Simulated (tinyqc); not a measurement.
Worked calculation: Hueckel theory of the pi electrons with the omega technique, for the molecule C=CC1=CC=CC=CC1=C (SMILES; centres numbered as the heavy atoms are written). One step of it, computed by the program tinyqc.

Task: Orbitals, round 2. Diagonalise; E = alpha + x beta with beta < 0, so the largest x are filled first; degenerate levels share their electrons. P = sum n_i c_ri c_si; each orbital has its largest coefficient positive (the first on a tie).

matrix after round 1:
```
           1C         2C        3C        4C        5C        6C        7C        8C
1C   0.019691   1.000000  0.000000  0.000000  0.000000  0.000000  0.000000  0.000000
2C   1.000000  -0.003555  1.000000  0.000000  0.000000  0.000000  0.000000  0.000000
3C   0.000000   1.000000  0.028846  1.000000  0.000000  0.000000  0.000000  0.000000
4C   0.000000   0.000000  1.000000  0.027441  1.000000  0.000000  0.000000  0.000000
5C   0.000000   0.000000  0.000000  1.000000  0.026123  1.000000  0.000000  0.000000
6C   0.000000   0.000000  0.000000  0.000000  1.000000  0.030748  1.000000  0.000000
7C   0.000000   0.000000  0.000000  0.000000  0.000000  1.000000  0.022053  1.000000
8C   0.000000   0.000000  0.000000  0.000000  0.000000  0.000000  1.000000  0.036136
9C   0.000000   0.000000  1.000000  0.000000  0.000000  0.000000  0.000000  1.000000
10C  0.000000   0.000000  0.000000  0.000000  0.000000  0.000000  0.000000  0.000000

           9C        10C
1C   0.000000   0.000000
2C   0.000000   0.000000
3C   1.000000   0.000000
4C   0.000000   0.000000
5C   0.000000   0.000000
6C   0.000000   0.000000
7C   0.000000   0.000000
8C   1.000000   0.000000
9C   0.014207   1.000000
10C  1.000000  -0.201691
```

pi electrons, sum of z_r less the charge = 10

Give: x values; occupations; coefficients; charge and bond-order matrix P.

Result:

x values: 2.2217  1.5687  1.3973  0.8990  0.1264  -0.3196  -0.8001  -1.1625  -1.8016  -2.1292

occupations: 2.0000  2.0000  2.0000  2.0000  2.0000  0.0000  0.0000  0.0000  0.0000  0.0000

coefficients:
```
        MO1      MO2      MO3      MO4      MO5      MO6      MO7      MO8
1C   0.1263  -0.2481   0.1286   0.5584   0.2948   0.4631   0.1362  -0.4975
2C   0.2782  -0.3843   0.1772   0.4910   0.0314  -0.1571  -0.1117   0.5881
3C   0.4927  -0.3561   0.1196  -0.1153  -0.2907  -0.4134  -0.0473  -0.1841
4C   0.3459  -0.0253   0.4242  -0.3480  -0.2672   0.2954   0.4531  -0.0776
5C   0.2663   0.3171   0.4615  -0.1881   0.2643   0.3109  -0.3277   0.2765
6C   0.2388   0.5144   0.2086   0.1839   0.2937  -0.4029  -0.1823  -0.2510
7C   0.2569   0.4741  -0.1765   0.3477  -0.2362  -0.1698   0.4792   0.0231
8C   0.3264   0.2188  -0.4513   0.1210  -0.3184   0.4609  -0.2116   0.2237
9C   0.4563  -0.1387  -0.4377  -0.2433   0.2075   0.0058  -0.3022  -0.2912
10C  0.1883  -0.0784  -0.2738  -0.2210   0.6324  -0.0494   0.5050   0.3031

         MO9     MO10
1C   -0.0616   0.1514
2C    0.1121  -0.3253
3C   -0.1401   0.5400
4C    0.3252  -0.3207
5C   -0.4548   0.1517
6C    0.5061  -0.0062
7C   -0.4725  -0.1383
8C    0.3556   0.3037
9C   -0.1810  -0.5194
10C   0.1131   0.2695
```

charge and bond-order matrix P:
```
          1C       2C       3C       4C       5C       6C       7C       8C
1C    0.9855   0.8735   0.0319  -0.3371  -0.0255   0.2373   0.0333  -0.1948
2C    0.8735   0.9971   0.4588   0.0037  -0.1000   0.0104   0.0426  -0.0477
3C    0.0319   0.4588   0.9634   0.6960   0.0367  -0.2944  -0.0695   0.2150
4C   -0.3371   0.0037   0.6960   0.9856   0.5493   0.0311  -0.1118  -0.0822
5C   -0.0255  -0.1000   0.0367   0.5493   0.9793   0.7320   0.0190  -0.3177
6C    0.2373   0.0104  -0.2944   0.0311   0.7320   0.9706   0.5261   0.0503
7C    0.0333   0.0426  -0.0695  -0.1118   0.0190   0.5261   0.9973   0.7691
8C   -0.1948  -0.0477   0.2150  -0.0822  -0.3177   0.0503   0.7691   0.9481
9C   -0.0778  -0.0204   0.3793   0.0098  -0.0478  -0.0749  -0.0097   0.4412
10C   0.1420  -0.1093  -0.1408  -0.2822   0.2153   0.1854  -0.3333  -0.1205

          9C      10C
1C   -0.0778   0.1420
2C   -0.0204  -0.1093
3C    0.3793  -0.1408
4C    0.0098  -0.2822
5C   -0.0478   0.2153
6C   -0.0749   0.1854
7C   -0.0097  -0.3333
8C    0.4412  -0.1205
9C    1.0427   0.8032
10C   0.8032   1.1305
```
